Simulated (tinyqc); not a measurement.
# Resistance of a tapered via with liner, size effect and interface: several studies

A round via whose diameter grows from db at the bottom as D(z) = db + 2 z/tan(ang). The fill, of diameter D - 2 tl, starts above the bottom liner (thickness fb tl) and has rho = rho0 (1 + ks lam/(D - 2 tl)); the sidewall liner conducts in parallel with it. The bottom liner and the interface are crossed over the full area pi db^2/4. Spreading in the lines above and below is left out.

Parameters, values chosen for the exercise; fill metal close to copper: diameter at the bottom db = 10 nm; height hv = 25 nm; sidewall angle ang = 89 degrees; bulk resistivity of the fill rho0 = 1.71 uohm cm; mean free path of the fill lam = 38.7 nm; size-effect factor ks = 1.2; liner on the sidewall tl = 2 nm; liner at the bottom over that on the sidewall fb = 0.7; resistivity of the liner rl = 580 uohm cm; interface resistivity at the bottom ri = 1.2e-12 ohm cm^2; ballistic conductance per area, about 3/(4 rho0 lam) Sb = 1.1e15 S/m^2; bulk resistivity of the second fill (close to tungsten) rho2 = 5.35 uohm cm; its mean free path lam2 = 15.8 nm; its liner tl2 = 2.3 nm.

Each table varies one quantity; the others keep the values above.

## Via resistance against the diameter at the bottom

Slices between z0 = fb tl and hv, evaluated at their midpoints: conductance per length pi/4 [(D - 2 tl)^2/rho + (D^2 - (D - 2 tl)^2)/rl], slice resistance = slice height over that. 2000 slices. R_fill = sum of the slices; R_bottom = rl fb tl/(pi db^2/4); R_interface = ri/(pi db^2/4); ballistic (Sharvin) limit 1/(Sb pi (db - 2 tl)^2/4); ideal cylinder rho0 hv/(pi db^2/4).

Result of one run:

| db (nm) | R_fill (ohm) | R_bottom (ohm) | R_interface (ohm) | R (ohm) | ballistic limit (ohm) | R over ideal cylinder | largest part |
|---|---|---|---|---|---|---|---|
| 80 | 0.14121 | 1.6154 | 0.023873 | 1.7805 | 0.20040 | 20.935 | bottom liner |

What becomes of these results when the diameter at the bottom db is changed from 80 to 30 nm, all else the same?

Result of the changed run:

| db (nm) | R_fill (ohm) | R_bottom (ohm) | R_interface (ohm) | R (ohm) | ballistic limit (ohm) | R over ideal cylinder | largest part |
|---|---|---|---|---|---|---|---|
| 30 | 2.0173 | 11.487 | 0.16977 | 13.674 | 1.7123 | 22.610 | bottom liner |

The whole series:

| db (nm) | R_fill (ohm) | R_bottom (ohm) | R_interface (ohm) | R (ohm) | ballistic limit (ohm) | R over ideal cylinder | largest part |
|---|---|---|---|---|---|---|---|
| 6 | 1292.9 | 287.19 | 4.2441 | 1584.3 | 289.37 | 104.78 | fill |
| 8.3 | 229.53 | 150.08 | 2.2179 | 381.83 | 62.601 | 48.326 | fill |
| 11 | 65.164 | 85.444 | 1.2627 | 151.87 | 23.622 | 33.761 | bottom liner |
| 16 | 15.511 | 40.386 | 0.59683 | 56.494 | 8.0381 | 26.570 | bottom liner |
| 22 | 5.2787 | 21.361 | 0.31568 | 26.955 | 3.5725 | 23.969 | bottom liner |
| 30 | 2.0173 | 11.487 | 0.16977 | 13.674 | 1.7123 | 22.610 | bottom liner |
| 42 | 0.76583 | 5.8609 | 0.086615 | 6.7134 | 0.80159 | 21.757 | bottom liner |
| 58 | 0.32073 | 3.0733 | 0.045419 | 3.4395 | 0.39694 | 21.257 | bottom liner |
| 80 | 0.14121 | 1.6154 | 0.023873 | 1.7805 | 0.20040 | 20.935 | bottom liner |

R falls from 1580 to 1.78 ohm. The fill is the largest part at db = 6, the bottom liner from 11 on. R goes as db^(-4.39) between the first two rows and db^(-2.05) between the last two; area alone gives -2. For db = 16, 22, 30, 42, 58, 80 the ballistic limit exceeds half of R_fill, so the diffusive model understates R.

## Via resistance against the sidewall angle

Same model as above.

2000 slices.

The same in every row: R_bottom (ohm) = 103.39; R_interface (ohm) = 1.5279; ballistic limit (ohm) = 32.153.

Results:

| ang (degrees) | R_fill (ohm) | R (ohm) | R over ideal cylinder | largest part |
|---|---|---|---|---|
| 90 | 119.28 | 224.20 | 41.189 | fill |
| 89 | 97.691 | 202.61 | 37.223 | bottom liner |
| 88 | 82.011 | 186.93 | 34.342 | bottom liner |
| 87 | 70.185 | 175.10 | 32.169 | bottom liner |
| 84 | 47.709 | 152.62 | 28.040 | bottom liner |
| 82 | 38.638 | 143.55 | 26.373 | bottom liner |

Estimate the missing row, ang = 86 degrees.

Computed row:

| ang (degrees) | R_fill (ohm) | R (ohm) | R over ideal cylinder | largest part |
|---|---|---|---|---|
| 86 | 60.992 | 165.91 | 30.480 | bottom liner |

With this row back in the table: R falls from 224 to 144 ohm. The fill is the largest part at ang = 90, the bottom liner from 89 on. The share of the two bottom terms goes from 46.8 to 73.1 %. For ang = 86, 84, 82 the ballistic limit exceeds half of R_fill, so the diffusive model understates R.

## Two fill metals against the diameter

2000 slices. R_fill = sum of the slices; R_bottom = rl fb tl/(pi db^2/4); R_interface = ri/(pi db^2/4). The second fill has rho2, lam2 and tl2 in place of rho0, lam and tl.

Results:

| db (nm) | R, first fill (ohm) | R, second fill (ohm) | ratio second/first |
|---|---|---|---|
| 8.5 | 349.9 | 557.2 | 1.592 |
| 12 | 118.6 | 167.9 | 1.415 |
| 17 | 48.83 | 65.07 | 1.333 |
| 35 | 9.848 | 12.52 | 1.271 |
| 49 | 4.872 | 6.139 | 1.260 |
| 70 | 2.339 | 2.930 | 1.253 |
| 100 | 1.131 | 1.412 | 1.248 |

Estimate the missing row, db = 24 nm.

Computed row:

| db (nm) | R, first fill (ohm) | R, second fill (ohm) | ratio second/first |
|---|---|---|---|
| 24 | 22.21 | 28.73 | 1.293 |

With this row back in the table: The ratio goes from 1.59 to 1.25. The first fill gives the lower R in every row.

tinyqc, about 0.01 s, one thread, Intel Xeon 2.30GHz (shared host): `OMP_NUM_THREADS=1 python tinyqc.py 2750096 2750097 out.jsonl`
